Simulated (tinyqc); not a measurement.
What moves the results: Franz-Keldysh effect at a direct gap. A value that a table varies takes the place of the one given here.

Parabolic bands, vertical transitions, no excitons. For each hole band j: mr = me mj/(me + mj); joint density of states J_j(E) = (mr/c)^(3/2) sqrt(E - Eg)/(2 pi^2), both spins, c = hbar^2/2m0; averaged matrix element |e.p|^2 = m0 Ep/6; alpha_j(E) = 4 pi^2 alpha_f c Ep J_j/(3 nr E) in 1/angstrom (alpha_f the fine-structure constant, listed as alpha among the constants), times 1e8 for 1/cm.

In a field Fd (1 kV/cm = 1e-5 V/angstrom) the electro-optic energy of band j is th = (c (e Fd)^2/mr)^(1/3), and sqrt(E - Eg) in J_j is replaced by pi sqrt(th) [Ai'(b)^2 - b Ai(b)^2] with b = (Eg - E)/th; Ai is the Airy function.

Constants: hbar^2/2m0 = 3.80998211 eV angstrom^2; fine-structure constant alpha = 0.007297352564.

Parameters, chosen for this exercise (near those of InGaAs; not measured data):
- Eg = 0.756 eV (direct gap)
- me = 0.0412 m0 (electron mass)
- mhh = 0.473 m0 (heavy-hole mass)
- mlh = 0.0515 m0 (light-hole mass)
- Ep = 22.3 eV (Kane energy)
- nr = 3.61 (refractive index)
- Fd = 89 kV/cm (uniform field)
- det = 15 meV (detuning below the gap)

## Spectrum around the gap

Absorption (1/cm):

| E - Eg (eV) | alpha(0) | alpha(F) | change |
|---|---|---|---|
| -0.1076 | 0 | 2.331 | 2 |
| -0.0860 | 0 | 9.847 | 10 |
| -0.0645 | 0 | 37.58 | 38 |
| -0.0430 | 0 | 128.3 | 128 |
| -0.0215 | 0 | 384.7 | 385 |
| 0.0000 | 0 | 990.7 | 991 |
| 0.0215 | 3148 | 2143 | -1005 |
| 0.0430 | 4332 | 3805 | -526 |
| 0.0645 | 5166 | 5445 | 279 |
| 0.0860 | 5813 | 6307 | 494 |
| 0.1076 | 6340 | 6364 | 24 |
| 0.1291 | 6776 | 6533 | -242 |
| 0.1721 | 7461 | 7558 | 98 |
| 0.2151 | 7971 | 8017 | 45 |

At the gap alpha(F) = 991 1/cm; 86.0 meV below it 9.85 1/cm remain, the tail falling as exp(-(4/3) b^(3/2)). Among the energies listed the largest rise is 991 1/cm at E - Eg = 0.0 meV and the largest fall -1005 1/cm at 21.5 meV. It changes sign between 0.0 and 21.5 meV, between 43.0 and 64.5 meV, between 107.6 and 129.1 meV and between 129.1 and 172.1 meV; th is 43.0 meV for heavy holes and 50.9 meV for light holes.

## Tail absorption against field

At E = Eg - det; the field takes the values listed. The last column is the length for 10 dB of loss.

Results:

| Fd (kV/cm) | th heavy (meV) | b heavy | alpha (1/cm) | length (micrometre) |
|---|---|---|---|---|
| 10 | 10.02 | 1.497 | 17.0 | 1.35e+03 |
| 20 | 15.90 | 0.943 | 85.8 | 268 |
| 40 | 25.24 | 0.594 | 239 | 96.5 |
| 60 | 33.08 | 0.453 | 368 | 62.5 |
| 100 | 46.50 | 0.323 | 571 | 40.4 |
| 150 | 60.93 | 0.246 | 759 | 30.3 |
| 250 | 85.65 | 0.175 | 1.03e+03 | 22.3 |
| 400 | 117.17 | 0.128 | 1.32e+03 | 17.4 |

alpha grows by 1.3 decades from 10 to 60 kV/cm and by a factor 1.28 over the last step, where the field grows by 1.6: the exponent (4/3) b^(3/2) goes as 1/Fd, so the gain is steep only while b > 1 (deep in the tail the light-hole pair, with its smaller b, carries most of it), that is up to 10 kV/cm of those listed.

## What moves the tail

At E = Eg - det. Each row changes one parameter from the base and keeps the others.

Results:

| case | th heavy (meV) | alpha (1/cm) |
|---|---|---|
| base | 43.022 | 520.8 |
| Fd = 116 kV/cm | 51.334 | 636.9 |
| det = 25 meV | 43.022 | 324.9 |
| me = 0.0474 m0 | 41.222 | 586.6 |
| mlh = 0.0669 m0 | 43.022 | 545.2 |
| Ep = 24.5 eV | 43.022 | 572.2 |
| nr = 3.79 | 43.022 | 496.1 |

The largest shifts from the base row, up to three for each result and ties (the steps differ in size, so this ranks the rows, not the parameters). th heavy (meV): Fd +8.312, me -1.800; unchanged at the printed digits by det, mlh, Ep and nr. alpha (1/cm): det -196, Fd +116, me +65.8.

Run: tinyqc, `OMP_NUM_THREADS=1 python tinyqc.py 1650605 1650606 out.jsonl`; Intel(R) Xeon(R) Processor @ 2.30GHz, one thread, shared host; about 0.01 s of CPU time with all checks.
